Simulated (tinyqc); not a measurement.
Inside a calculation. Method: Luttinger-Kohn k.p, four valence bands. One step of it, computed by the program tinyqc.

Problem. Bloch Hamiltonian at k. P = c g1 k^2, Q = c g2 (kx^2 + ky^2 - 2 kz^2), R = c sqrt3 [-g2 (kx^2 - ky^2) + 2i g3 kx ky], S = 2 c sqrt3 g3 (kx - i ky) kz, c = hbar^2/2m = 3.809982 eV angstrom^2; rows [P+Q, -S, R, 0], [-S*, P-Q, 0, R], [R*, 0, P-Q, S], [0, R*, S*, P+Q]. The path ends lie at |k| = 0.03 1/angstrom.

Luttinger parameters chosen for this model; energies are counted downward from the top of the valence band:
```
parameter      value  unit
g1         10.590000
g2          3.060000
g3          3.760000
```

k point k (1/angstrom): 0.006000  -0.016000  -0.043000

Give: H(k) at k.

Solution.

H(k) at k (eV):
```
                 3/2             1/2             -1/2             -3/2
3/2           0.0467  0.0128+0.0341i   0.0044-0.0048i           0.0000
1/2   0.0128-0.0341i          0.1261           0.0000   0.0044-0.0048i
-1/2  0.0044+0.0048i          0.0000           0.1261  -0.0128-0.0341i
-3/2          0.0000  0.0044+0.0048i  -0.0128+0.0341i           0.0467
```
